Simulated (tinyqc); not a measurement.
Inside a calculation. Model: nudged elastic band on a two-dimensional model surface. Computed by tinyqc, a small Python program that keeps every step. Command: `OMP_NUM_THREADS=1 python tinyqc.py 3030722 3030723 out.jsonl neb walk`. One thread of a shared host (Intel(R) Xeon(R) Processor @ 2.30GHz), about 0.1 s of CPU time with the checks. Intermediate numbers are printed to about 6 digits and carried at full precision; extremes and crossings named in words are read from the listed rows.

V(x, y) = h u^2 + t x + (kappa/2)(y + c u)^2 with u = x^2/w^2 - 1; the path runs from the minimum near (-w, 0) to that near (w, 0).

Inputs (values chosen for the exercise, for a model surface):

| quantity | value | unit |
|---|---|---|
| height h | 0.32 | eV |
| half width w | 1.6 | angstrom |
| transverse stiffness kappa | 1.9 | eV/angstrom^2 |
| curvature c | 0.61 | angstrom |
| tilt t | -0.03 | eV/angstrom |
| movable images n | 3 | - |
| spring constant k_s | 1.1 | eV/angstrom^2 |
| step factor eta | 0.21 | angstrom^2/eV |
| iteration cap | 600 | - |

Surface: curved double well. Climbing image: off.

## Stationary points

Newton steps x(new) = x - H^-1 grad V (moves limited to 0.3 angstrom) from (-w, 0), (w, 0) and (0, c) give the two minima and the saddle.

positions (angstrom):
```
               x         y
start   -1.56911   0.02333
end      1.62920  -0.02247
saddle  -0.06008   0.60914
```

energies (eV): start 0.047541, end -0.048442, saddle 0.320901

barrier from the start = 0.273359 eV

## Straight-line start

Images are spaced evenly on the line between the minima.

images at the start (angstrom):
```
                 x          y
image 1  -0.769534   0.011878
image 2   0.030042   0.000430
image 3   0.829619  -0.011017
```

energies above the start (eV): 0.363043  0.624080  0.297054

The highest image lies +0.3507 eV from the true barrier.

## Iteration 1

Tangent at image i: towards the higher neighbour if the energies rise or fall through i; at a maximum or minimum, tau = t+ dmax + t- dmin if V(i+1) > V(i-1), else t+ dmin + t- dmax, with t+ = R(i+1) - R(i), t- = R(i) - R(i-1) and dmax, dmin the larger and smaller of |V(i+1) - V(i)| and |V(i-1) - V(i)|; then normalise. Force F = -grad V + (grad V.tau) tau + k_s (|t+| - |t-|) tau. Update R(new) = R + eta F; the end points stay fixed.

unit tangents:
```
                x          y
image 1  0.999898  -0.014316
image 2  0.999898  -0.014316
image 3  0.999898  -0.014316
```

forces (eV/angstrom):
```
               x        y
image 1  0.01231  0.85979
image 2  0.01659  1.15842
image 3  0.01257  0.87784
```

images after iteration 1 (angstrom):
```
                 x         y
image 1  -0.766949  0.192434
image 2   0.033525  0.243698
image 3   0.832258  0.173328
```

## Iteration 2

The formulas are those given above.

unit tangents:
```
                x          y
image 1  0.997956   0.063911
image 2  0.999998   0.001793
image 3  0.996142  -0.087762
```

forces (eV/angstrom):
```
                 x         y
image 1  -0.054895  0.552889
image 2  -0.001563  0.695358
image 3   0.069874  0.557351
```

images after iteration 2 (angstrom):
```
                 x         y
image 1  -0.778477  0.308540
image 2   0.033197  0.389723
image 3   0.846932  0.290372
```

## All iterations

Start on the straight line; stop when the largest force is below 1e-4 or above 1e6 eV/angstrom.

Course of the band:

| iteration | highest image (eV) | largest force (eV/angstrom) |
|---|---|---|
| 1 | 0.624080 | 1.15854e+00 |
| 2 | 0.398454 | 6.95360e-01 |
| 3 | 0.317173 | 4.17344e-01 |
| 4 | 0.287842 | 2.50602e-01 |
| 5 | 0.277220 | 1.50509e-01 |
| 6 | 0.273352 | 9.03956e-02 |
| 7 | 0.271928 | 5.42931e-02 |
| 8 | 0.271391 | 3.26203e-02 |
| 9 | 0.271178 | 1.96211e-02 |
| ... | ... | ... |
| 23 | 0.270913 | 3.08047e-04 |
| 24 | 0.270910 | 2.66484e-04 |
| 25 | 0.270907 | 2.30542e-04 |
| 26 | 0.270904 | 1.99441e-04 |
| 27 | 0.270902 | 1.72525e-04 |
| 28 | 0.270901 | 1.49234e-04 |
| 29 | 0.270899 | 1.29081e-04 |
| 30 | 0.270898 | 1.11645e-04 |
| 31 | 0.270897 | 9.65622e-05 |

Band at the end:

| image | x (angstrom) | y (angstrom) | E (eV) |
|---|---|---|---|
| 0 | -1.56911 | 0.023325 | 0.000000 |
| 1 | -0.82132 | 0.470895 | 0.151121 |
| 2 | 0.03925 | 0.608898 | 0.270897 |
| 3 | 0.89617 | 0.449289 | 0.077181 |
| 4 | 1.62920 | -0.022465 | -0.095983 |

energy of the highest image = 0.270897 eV

iterations = 31

largest force at the end = 9.65622e-05 eV/angstrom

Converged in 31 iterations. Without a climbing image the highest image lies 2.46 meV below the saddle.

## Plain band against climbing image

With a climbing image, the highest image feels instead F = -grad V + 2 (grad V.tau) tau and no spring. Images are counted without the end points, and convergence is judged on the largest force on an image. Each run starts on the straight line with the same k_s and eta, for at most 1500 iterations; errors are against the Newton saddle; a dash marks a run that did not reach 1e-4 eV/angstrom.

Error of the highest image (meV) and iterations:

| images | plain, error | plain, iterations | climbing, error | climbing, iterations |
|---|---|---|---|---|
| 2 | -53.661 | 21 | 0 | 69 |
| 3 | -2.463 | 31 | 0 | 55 |
| 4 | -15.324 | 37 | 0 | 63 |
| 5 | -2.467 | 48 | 0 | 56 |
| 6 | -5.656 | 54 | 0 | 65 |
| 8 | -2.290 | 67 | 0 | 74 |
| 10 | -0.922 | 78 | 0 | 88 |

The plain band underestimates the barrier by 0.92 to 53.66 meV, depending on how near an image falls to the saddle (worst for 2 images, best for 10). The climbing image is within about 0.001 meV in every converged run, so few images suffice for the barrier.
